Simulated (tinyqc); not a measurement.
# Hole mobility in a silicon inversion layer, empirical terms and Matthiessen rule: what changes with what

Inversion layer of sheet density Ns on a uniformly doped body. The mobility terms are empirical power laws with prefactors chosen for the exercise; adding their inverses (Matthiessen) is itself an approximation.

Inputs (values chosen for the exercise); material values close to those of silicon:
```
symbol    value        unit                                                meaning
T           400           K                                            temperature
Eg         1.12          eV                                               band gap
eps_r      11.9                         relative permittivity of the semiconductor
Nc      4.37e19       cm^-3                 conduction-band density of states at T
Nv      4.11e19       cm^-3                    valence-band density of states at T
Nb       2.7e17       cm^-3                                            body doping
Vsb           0           V                                      reverse body bias
eta      0.3333              weight of the inversion charge in the effective field
Ap          122  cm^2/(V s)           phonon-limited mobility at 1 MV/cm and 300 K
As          502  cm^2/(V s)                  roughness-limited mobility at 1 MV/cm
gs          1.3                                     exponent of the roughness term
Ac         1300  cm^2/(V s)                                      Coulomb prefactor
Nit      9.6e11       cm^-2                                charge at the interface
Ns       1.7e12       cm^-2                                      inversion density
```

Constants: q = 1.602176634e-19 C, kB = 1.380649e-23 J/K, Vt = kB T/q, eps0 = 8.8541878128e-14 F/cm where lengths are in cm. Results are converted to the units shown.

Each table varies one quantity; the others keep the values above.

## Effect of the inversion density

ni = sqrt(Nc Nv) exp(-Eg/(2 Vt)), Eg in volts; Ndep = sqrt(2 eps0 eps_r Nb (2 Vt ln(Nb/ni) + Vsb)/q); E = q (Ndep + eta Ns)/(eps0 eps_r), in MV/cm. With t = T/(300 K): muC = Ac (Ns/1e12 cm^-2) t/(Nb/1e17 cm^-3 + Nit/1e11 cm^-2), muP = Ap E^(-1/3) t^(-1.75), muS = As E^(-gs); 1/mu is the sum of the inverses.

Results:

| Ns (cm^-2) | E (MV/cm) | muC (cm^2/(V s)) | muP (cm^2/(V s)) | muS (cm^2/(V s)) | mu (cm^2/(V s)) |
|---|---|---|---|---|---|
| 2e11 | 0.2618 | 28.18 | 115.3 | 2866 | 22.47 |
| 3.6e11 | 0.2699 | 50.73 | 114.1 | 2755 | 34.68 |
| 1.1e12 | 0.3074 | 155.0 | 109.3 | 2326 | 62.37 |
| 2e12 | 0.3530 | 281.8 | 104.3 | 1943 | 73.28 |
| 3.6e12 | 0.4341 | 507.3 | 97.39 | 1485 | 77.44 |
| 6.3e12 | 0.5710 | 887.8 | 88.89 | 1040 | 74.97 |
| 1.1e13 | 0.8092 | 1550 | 79.13 | 661.1 | 67.59 |
| 2e13 | 1.265 | 2818 | 68.18 | 369.7 | 56.41 |

Estimate the missing row, Ns = 6.3e11 cm^-2.

Computed row:

| Ns (cm^-2) | E (MV/cm) | muC (cm^2/(V s)) | muP (cm^2/(V s)) | muS (cm^2/(V s)) | mu (cm^2/(V s)) |
|---|---|---|---|---|---|
| 6.3e11 | 0.2836 | 88.78 | 112.2 | 2583 | 48.64 |

With this row back in the table: As Ns goes from 2e11 to 2e13 cm^-2, E rises from 0.262 to 1.27 MV/cm and mu goes from 22.5 through a maximum of 77.4 (at Ns = 3.6e12 cm^-2 among the rows listed) to 56.4 cm^2/(V s). The smallest term is the Coulomb one in the first row and the phonon one in the last. Screening lifts the Coulomb term as Ns grows while the field presses the carriers to the interface, hence the maximum.

## Effect of the body doping

Same model as above.

Effect of the body doping:

| Nb (cm^-3) | E (MV/cm) | muC (cm^2/(V s)) | muP (cm^2/(V s)) | muS (cm^2/(V s)) | mu (cm^2/(V s)) |
|---|---|---|---|---|---|
| 2e16 | 0.1462 | 300.7 | 140.0 | 6115 | 94.05 |
| 4.4e16 | 0.1792 | 293.5 | 130.8 | 4693 | 88.77 |
| 9.7e16 | 0.2299 | 278.8 | 120.4 | 3393 | 82.04 |
| 2.1e17 | 0.3056 | 251.9 | 109.5 | 2344 | 73.90 |
| 4.7e17 | 0.4263 | 206.1 | 97.98 | 1521 | 63.63 |
| 1e18 | 0.5981 | 150.3 | 87.52 | 979.3 | 52.36 |
| 2.3e18 | 0.8880 | 90.39 | 76.72 | 585.8 | 38.75 |
| 5e18 | 1.302 | 49.44 | 67.53 | 356.1 | 26.42 |

As Nb goes from 2e16 to 5e18 cm^-3, E rises from 0.146 to 1.30 MV/cm and mu falls from 94.1 to 26.4 cm^2/(V s). The smallest term is the phonon one in the first row and the Coulomb one in the last.

Program tinyqc, `OMP_NUM_THREADS=1 python tinyqc.py 2510053 2510054 out.jsonl`; Intel Xeon 2.30GHz, shared host, one thread, about 0.01 s.
